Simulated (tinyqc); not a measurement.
Lattice vibrations of a chain, step by step. Computed by tinyqc, a small Python program that keeps every step. Command: `OMP_NUM_THREADS=1 python tinyqc.py 31969 31970 out.jsonl` (the two numbers bound the seeds that draw the settings). One thread of a shared host (Intel(R) Xeon(R) Processor @ 2.60GHz), about 0.01 s of CPU time with the checks.

## Dynamical matrix at q = 0.25

A chain moving along its axis:
```
atom,mass (u),spring to the next atom (eV/angstrom^2)
1,17.9000,16.9000
2,92.5000,9.5000
3,102.6000,24.4000
4,41.7000,14.2000
```

q is in units of 2 pi/a. A spring k from atom i to atom j, n cells on, adds k to Phi_ii and Phi_jj, -k exp(2 pi i q n) to Phi_ij and the conjugate to Phi_ji (for one atom a cell: 2k (1 - cos 2 pi q n)); D_ij = Phi_ij / sqrt(m_i m_j).

D(q) (eV/(angstrom^2 u)):
```
,1,2,3,4
1,1.7374,-0.4153,0.0000,0.0000+0.5197i
2,-0.4153,0.2854,-0.0975,0.0000
3,0.0000,-0.0975,0.3304,-0.3730
4,0.0000-0.5197i,0.0000,-0.3730,0.9257
```

## Frequencies

omega^2 are the eigenvalues; wavenumber = 521.4708 sqrt(eigenvalue) 1/cm.

eigenvalues: 0.0340  0.2409  0.9199  2.0841

wavenumbers (1/cm): 96.2  256.0  500.2  752.8

weights |e|^2 of the mass-weighted modes:
```
,mode 1,mode 2,mode 3,mode 4
atom 1,0.0612,0.0385,0.1291,0.7713
atom 2,0.3542,0.5434,0.0610,0.0414
atom 3,0.4261,0.3265,0.2391,0.0083
atom 4,0.1586,0.0916,0.5708,0.1790
```

## Dispersion and heat capacity

C/k_B per atom = mean over q = (j + 1/2)/80, j = 0..39 and all branches of y^2 e^y/(e^y - 1)^2, y = hc wavenumber / k_B T.

Wavenumbers (1/cm):
```
q,branch 1,branch 2,branch 3,branch 4
0.0000,0.0000,283.1207,493.7578,753.4484
0.0625,24.4079,281.3013,494.2680,753.3999
0.1250,48.6743,275.9509,495.6986,753.2618
0.1875,72.6484,267.3641,497.7816,753.0542
0.2500,96.1560,255.9610,500.1565,752.8081
0.3125,118.9635,242.2440,502.4505,752.5606
0.3750,140.6579,226.8639,504.3377,752.3497
0.4375,160.0253,211.2128,505.5712,752.2083
0.5000,170.4897,201.9750,505.9994,752.1585
```

Heat capacity:
```
T (K),C/k_B per atom
20,0.0590
50,0.1541
100,0.3138
200,0.5567
300,0.7176
600,0.9052
1200,0.9741
```

zero-point energy per atom = 24.7482 meV
